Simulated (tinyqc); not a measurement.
States in the gap of a film: thin (001) film in sp3s* tight binding with raised dangling bonds.

Planes alternate anion (a), cation (c) along [001], a/4 apart, starting with an anion; zero in-plane momentum; levels counted from the bulk Ev, the lower root of [[Epa, Vxx], [Vxx, Epc]]; no spin-orbit coupling. Block of s, pz, s*: from an anion to the cation above, Vss/2 (s,s), Vsapc/2 (s,z), -Vscpa/2 (z,s), Vxx/2 (z,z), Vxapc/2 (s*,z), -Vpaxc/2 (z,s*); to the cation below the same with the s-z and s*-z signs reversed. Block of u = (px + py)/sqrt2 and v = (px - py)/sqrt2: to the cation above (Vxx + Vxy)/2 for u and (Vxx - Vxy)/2 for v, to the cation below the reverse. Each surface atom has two dangling sp3 hybrids; raising both by dl adds (dl/2) [[1, t], [t, 1]] to its s, pz levels (t = -1 at the bottom face, +1 at the top) and dl to the one of u, v in whose plane the missing bonds lie (v for a bottom anion or a top cation, u for a top anion).

Inputs chosen for the exercise (out of a larger set: near a published set for InAs, fitted to gaps, whose masses and valley positions are rough; not measured data): p = (-9.482, 0.904, -2.734, 3.683, 7.434, 6.719, -5.638, 1.839, 4.49, 3.024, 5.465, 3.402, 3.917) eV (order Esa, Epa, Esc, Epc, Exa, Exc, Vss, Vxx, Vxy, Vsapc, Vscpa, Vxapc, Vpaxc); Nw = 20 (planes in the thicker film).

edges (eV): Gamma 0.47387, Delta 2.24797

Levels between 0 and the lower bulk edge, the largest weight on the two outer planes of both faces among them, and the nearest levels outside, for several shifts dl.

Film of Nw planes:

| dl (eV) | levels in the gap | at (eV) | surface weight | next above (eV) | next below (eV) |
|---|---|---|---|---|---|
| 0 | 1 | 0.411 | 0.30 | 0.9154 | -0.0645 |
| 1 | 0 | - | - | 0.5528 | -0.0645 |
| 2 | 1 | 0.038 | 0.26 | 0.6662 | -0.0645 |
| 3 | 1 | 0.166 | 0.26 | 0.7593 | -0.0645 |
| 5 | 1 | 0.356 | 0.23 | 0.9034 | -0.0645 |
| 10 | 0 | - | - | 0.5355 | -0.0645 |
| 30 | 0 | - | - | 0.6378 | -0.0645 |
| 100 | 0 | - | - | 0.6682 | -0.0645 |

Can the levels of the bare film be read as confined subbands?

No: with bare surfaces (dl = 0) 1 level lies in the bulk gap, with up to 30 % of the weight on the four outer planes, two a face, where an even spread gives 20 %: a state drawn out of a band edge by the surface, no confined subband, which would lie outside the bulk gap. The reruns show the bulk gap clear from dl = 10 eV on, and at dl = 30 eV the next level above lies -30.4 meV from its value at 100 eV. At dl = 1, 10 and 30 eV the next level above is more than 20 meV from its value at 100 eV, so the surface still acts on it. It is also clear at dl = 1 eV, between two surface states passing through.

Program tinyqc; command `OMP_NUM_THREADS=1 python tinyqc.py 1452079 1452080 out.jsonl`; about 0.4 s on one thread of a shared Intel(R) Xeon(R) Processor @ 2.30GHz.
